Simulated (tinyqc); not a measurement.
Inside a calculation. Method: plane-wave Kohn-Sham cycle with exchange-only LDA in a layered model solid. One step of it, computed by the program tinyqc.

Question. Iteration 2: potential. V_H(G) = 4 pi rho(G)/G^2 for G != 0 (uniform background); v_x = -(3 rho/pi)^(1/3); V = V_ext + V_H + v_x; Fourier components f(G_m) = (1/N) sum_j f(x_j) exp(-i G_m x_j).

A solid whose potential varies along x alone (atomic units):

| parameter | value |
|---|---|
| period a | 15.400000 |
| cross-section of the cell | 36.000000 |
| electrons per cell | 2 |
| grid points | 16 |
| plane waves -n..n, n | 3 |
| k points | 3 |
| V1 in V1 cos(2 pi x/a) | -0.140000 |
| V2 in V2 cos(4 pi x/a) | -0.120000 |

density after iteration 1 (e/bohr^3): 0.00697180  0.00557356  0.00322877  0.00230280  0.00260616  0.00308076  0.00335702  0.00347289  0.00350433  0.00347289  0.00335702  0.00308076  0.00260616  0.00230280  0.00322877  0.00557356

Give: Potentials on the grid; V(G_m), m = 0, 1, 2, ....

Answer.

Potentials on the grid (hartree):

| x | V_ext | V_H | v_x | V |
|---|---|---|---|---|
| 0.0000 | -0.2600 | 0.0954 | -0.1881 | -0.3527 |
| 0.9625 | -0.2142 | 0.0773 | -0.1746 | -0.3115 |
| 1.9250 | -0.0990 | 0.0372 | -0.1455 | -0.2073 |
| 2.8875 | 0.0313 | 5.29e-05 | -0.1300 | -0.0987 |
| 3.8500 | 0.1200 | -0.0232 | -0.1355 | -0.0387 |
| 4.8125 | 0.1384 | -0.0349 | -0.1433 | -0.0397 |
| 5.7750 | 0.0990 | -0.0402 | -0.1474 | -0.0887 |
| 6.7375 | 0.0445 | -0.0425 | -0.1491 | -0.1471 |
| 7.7000 | 0.0200 | -0.0431 | -0.1496 | -0.1727 |
| 8.6625 | 0.0445 | -0.0425 | -0.1491 | -0.1471 |
| 9.6250 | 0.0990 | -0.0402 | -0.1474 | -0.0887 |
| 10.5875 | 0.1384 | -0.0349 | -0.1433 | -0.0397 |
| 11.5500 | 0.1200 | -0.0232 | -0.1355 | -0.0387 |
| 12.5125 | 0.0313 | 5.29e-05 | -0.1300 | -0.0987 |
| 13.4750 | -0.0990 | 0.0372 | -0.1455 | -0.2073 |
| 14.4375 | -0.2142 | 0.0773 | -0.1746 | -0.3115 |

V(G_m), m = 0, 1, 2, ... (hartree): -0.1493  -0.0435  -0.0563  -0.0018  -0.0007  0.0003  0.0003
